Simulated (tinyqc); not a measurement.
Transfer-length model of a contact: one step of the calculation.

A metal contact of length d and width W on a thin layer of the same width. The metal has no resistance, the sheet resistance under it equals Rsh, and current enters the layer at the front edge x = 0.

Question. Transfer length. A = Lt coth(d/Lt) is solved for Lt, starting from Lt = A. Lt(new) = A tanh(d/Lt).

Inputs (values chosen for the exercise): contact length d = 0.45 um.

A = 1.2571267 um
Lt after iteration 1 = 0.43171633 um

Find: Lt after iteration 2.

Answer.

Lt after iteration 2 = 0.9791 um

Program tinyqc, `OMP_NUM_THREADS=1 python tinyqc.py 2760025 2760026 out.jsonl`; Intel Xeon 2.30GHz, shared host, one thread, about 0.01 s.
